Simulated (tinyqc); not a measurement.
From one set of inputs to another, one input at a time: Schottky barrier with interface states (Cowley-Sze model), image lowering and contact resistance. Computed by tinyqc, a small Python program. Command: `OMP_NUM_THREADS=1 python tinyqc.py 3019677 3019678 out.jsonl pinning ladder`. One thread of a shared host (Intel(R) Xeon(R) Processor @ 2.30GHz), about 0.02 s of CPU time with the checks.

An n-type semiconductor under a metal. The barrier lies between the Schottky-Mott limit phi_M - chi and the Bardeen limit E_g - E_n, E_n being the neutrality level of the interface states; the space-charge term of the full Cowley-Sze expression is left out.

The inputs printed are set A. Inputs not listed in the table keep their values of set A, so the rows need not describe a real material.

Inputs (values chosen for the exercise, for a model semiconductor):
```
quantity                                       value         unit
gap E_g                                         2.46           eV
electron affinity chi                           3.74           eV
metal work function phi_M                       4.23           eV
neutrality level E_n above the valence band      1.2           eV
interface-state density D                    3.4e+14  cm^-2 eV^-1
dipole layer thickness delta                    0.21           nm
dipole layer constant eps_i                        1            -
dielectric constant eps_s                         14            -
electron mass m_e                              0.381          m_0
valleys M_c                                        3            -
donor density N                              1.1e+15        cm^-3
temperature T                                    300            K
reverse bias V_r                                 2.3            V
```

Pinning factor from: interface states.

Constants: e = 1.602176634e-19 C; eps_0 = 8.8541878128e-12 F/m; k_B = 8.617333262e-05 eV/K; m_0 = 9.1093837015e-31 kg; k_B = 1.380649e-23 J/K; h = 6.62607015e-34 J s; hbar = 1.054571817e-34 J s.

Method:
- S = 1/(1 + e^2 D delta/(eps_i eps_0)); for D per eV, e^2 D is the number e x D in SI units, with 1 cm^-2 = 1e4 m^-2.
- phi_B = S (phi_M - chi) + (1 - S)(E_g - E_n); the hole barrier is E_g - phi_B.
- N_c = 2 M_c (2 pi m_e k_B T/h^2)^(3/2); xi = E_c - E_F solves N = N_c F_1/2(-xi/k_B T) (bisection; full ionisation).
- F_1/2(eta) = (2/sqrt(pi)) int_0^infinity sqrt(x)/(1 + exp(x - eta)) dx, by the trapezoid rule in t = sqrt(x) with step 0.02 up to t = 12 (for eta < -12 by exp(eta) - exp(2 eta)/2^(3/2)).
- V_bi = phi_B - xi; W = sqrt(2 eps_s eps_0 (V_bi + V_r - k_B T/e)/(e N)); field at the metal E_m = e N W/(eps_s eps_0); image lowering sqrt(e E_m/(4 pi eps_s eps_0)).
- A* = 4 pi e m_e M_c k_B^2/h^3 (a simple valley count); J_s = A* T^2 exp(-phi/k_B T).
- J_0 uses phi_B; the reverse current uses phi_B less the image lowering, times 1 - exp(-V_r/k_B T).
- E_00 = (e hbar/2) sqrt(N/(m_e eps_s eps_0)), E_0 = E_00 coth(E_00/k_B T); scaling form of the contact resistivity rho_c = (k_B/(e A* T)) exp(phi_B/E_0), which is the thermionic result when E_00 << k_B T and keeps only the leading exponential of tunnelling when E_00 >> k_B T; image lowering is left out of it.

Each row keeps all changes above it:
```
input moved                                          from       to  J_0 (A/cm^2)  thermionic reverse current (A/cm^2)  contact resistivity rho_c (ohm cm^2)
set A                                                   -        -    7.1499e-14                           1.4153e-13                            3.6097e+11
metal work function phi_M (eV)                       4.23     5.26    4.0855e-15                           8.1188e-15                            6.3166e+12
reverse bias V_r (V)                                  2.3      2.7    4.0855e-15                           8.2821e-15                            6.3166e+12
donor density N (cm^-3)                           1.1e+15  4.2e+15    4.0855e-15                           1.0996e-14                            6.2855e+12
dipole layer thickness delta (nm)                    0.21     0.31    5.0983e-15                           1.3717e-14                            5.0370e+12
electron affinity chi (eV)                           3.74     4.17    1.1676e-14                           3.1370e-14                            2.1996e+12
dielectric constant eps_s                              14     9.11    1.1676e-14                           4.5680e-14                            2.1919e+12
neutrality level E_n above the valence band (eV)      1.2     0.87    6.3058e-20                           2.5369e-19                            4.0484e+17
```

J_0 goes from 7.15e-14 to 6.31e-20, a factor 8.82e-7 in all. The largest single move comes from neutrality level E_n above the valence band (a factor 5.40e-6). Thermionic reverse current goes from 1.42e-13 to 2.54e-19, a factor 1.79e-6 in all. The largest single move comes from neutrality level E_n above the valence band (a factor 5.55e-6). Contact resistivity rho_c goes from 3.61e11 to 4.05e17, a factor 1.12e6 in all. The largest single move comes from neutrality level E_n above the valence band (a factor 185000). The single moves hold for this order of the switches; the total does not depend on the order.

Caution (rows neutrality level E_n above the valence band): so small an emission current is nominal: generation, tunnelling and edge leakage set the real one.

Extremes, crossings and ranges named in words are read from the listed rows.
